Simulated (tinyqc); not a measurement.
## Threshold and carrier lifetime from two turn-on delays

Problem. With a constant carrier lifetime tau, a current step from 0 to I reaches threshold after td = tau ln(I/(I - Ith)). Find Ith and tau.

turn-on delay for steps from 0 to 3.9 and to 7.9 mA (ns): 1.9775021  0.71848069

Answer. The ratio of the delays holds no tau and rises steadily with Ith, so it has one root below the smaller current.

Ith = 2.60 mA
tau = 1.80 ns

tinyqc, about 0.01 s, one thread, Intel Xeon 2.30GHz (shared host): `OMP_NUM_THREADS=1 python tinyqc.py 2840037 2840038 out.jsonl`
